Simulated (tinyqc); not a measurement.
Schottky barrier with interface states (Cowley-Sze model), image lowering and contact resistance. Changing the reverse bias V_r. Computed by tinyqc, a small Python program. Command: `OMP_NUM_THREADS=1 python tinyqc.py 3007354 3007355 out.jsonl pinning sweep`. One thread of a shared host (Intel(R) Xeon(R) Processor @ 2.30GHz), about 0.02 s of CPU time with the checks.

An n-type semiconductor under a metal. The barrier lies between the Schottky-Mott limit phi_M - chi and the Bardeen limit E_g - E_n, E_n being the neutrality level of the interface states; the space-charge term of the full Cowley-Sze expression is left out.

Inputs (values chosen for the exercise, with gap, mass and screening modelled on CdTe):
```
quantity                                       value         unit
gap E_g                                         1.55           eV
electron affinity chi                           4.23           eV
metal work function phi_M                       5.61           eV
neutrality level E_n above the valence band    0.858           eV
interface-state density D                    3.4e+14  cm^-2 eV^-1
dipole layer thickness delta                    0.39           nm
dipole layer constant eps_i                        2            -
dielectric constant eps_s                       10.1            -
electron mass m_e                             0.0923          m_0
valleys M_c                                        1            -
donor density N                              5.3e+19        cm^-3
temperature T                                    350            K
```

Pinning factor from: interface states.

Constants: e = 1.602176634e-19 C; eps_0 = 8.8541878128e-12 F/m; k_B = 8.617333262e-05 eV/K; m_0 = 9.1093837015e-31 kg; k_B = 1.380649e-23 J/K; h = 6.62607015e-34 J s.

Method:
- S = 1/(1 + e^2 D delta/(eps_i eps_0)); for D per eV, e^2 D is the number e x D in SI units, with 1 cm^-2 = 1e4 m^-2.
- phi_B = S (phi_M - chi) + (1 - S)(E_g - E_n); the hole barrier is E_g - phi_B.
- N_c = 2 M_c (2 pi m_e k_B T/h^2)^(3/2); xi = E_c - E_F solves N = N_c F_1/2(-xi/k_B T) (bisection; full ionisation).
- F_1/2(eta) = (2/sqrt(pi)) int_0^infinity sqrt(x)/(1 + exp(x - eta)) dx, by the trapezoid rule in t = sqrt(x) with step 0.02 up to t = 12 (for eta < -12 by exp(eta) - exp(2 eta)/2^(3/2)).
- V_bi = phi_B - xi; W = sqrt(2 eps_s eps_0 (V_bi + V_r - k_B T/e)/(e N)); field at the metal E_m = e N W/(eps_s eps_0); image lowering sqrt(e E_m/(4 pi eps_s eps_0)).
- A* = 4 pi e m_e M_c k_B^2/h^3 (a simple valley count); J_s = A* T^2 exp(-phi/k_B T).
- J_0 uses phi_B; the reverse current uses phi_B less the image lowering, times 1 - exp(-V_r/k_B T).

One run for each value; columns: (1) reverse bias V_r (V); (2) depletion width W (nm); (3) image lowering (eV); (4) thermionic reverse current (A/cm^2); (5) field E_m (V/cm):
```
(1)       (2)      (3)         (4)         (5)
0.20    5.566  0.27450  2.2836e-01  5.2852e+06
0.41    5.950  0.28381  3.1138e-01  5.6499e+06
0.84    6.668  0.30045  5.4048e-01  6.3314e+06
1.70    7.910  0.32724  1.3142e+00  7.5113e+06
3.50   10.024  0.36838  5.1410e+00  9.5186e+06
7.20   13.357  0.42524  3.3863e+01  1.2683e+07
15.00  18.512  0.50062  4.1219e+02  1.7578e+07
30.00  25.664  0.58944  7.8354e+03  2.4369e+07
```

What does the table show, and why?

Over the rows, depletion width W (nm) rises from 5.57 to 25.7 (exponent d ln y / d ln x 0.093 between the first rows and 0.47 between the last); image lowering (eV) rises from 0.275 to 0.589 (exponent d ln y / d ln x 0.046 between the first rows and 0.24 between the last); thermionic reverse current (A/cm^2) rises from 0.228 to 7840 (exponent d ln y / d ln x 0.43 between the first rows and 4.2 between the last). At the high end the exponent of depletion width W is 0.47, close to 0.50: W goes as sqrt(V_bi + V_r). At the high end the exponent of image lowering is 0.24, close to 0.25: the lowering goes as (V_bi + V_r)^(1/4).

Caution (all rows): the field is near or above breakdown for such a gap, so avalanche or tunnelling current would take over. Caution (all rows): the image lowering is a large part of the barrier, so these depletion and emission formulas are rough. Caution (all rows): the field is near breakdown. Caution (all rows): the semiconductor is degenerate: the k_B T/e term in W and the parabolic band are then rough. Caution (all rows): E_00 = (e hbar/2) sqrt(N/(m_e eps_s eps_0)) is above 0.3 k_B T, so tunnelling through the barrier adds to the thermionic currents, most of all under reverse bias.
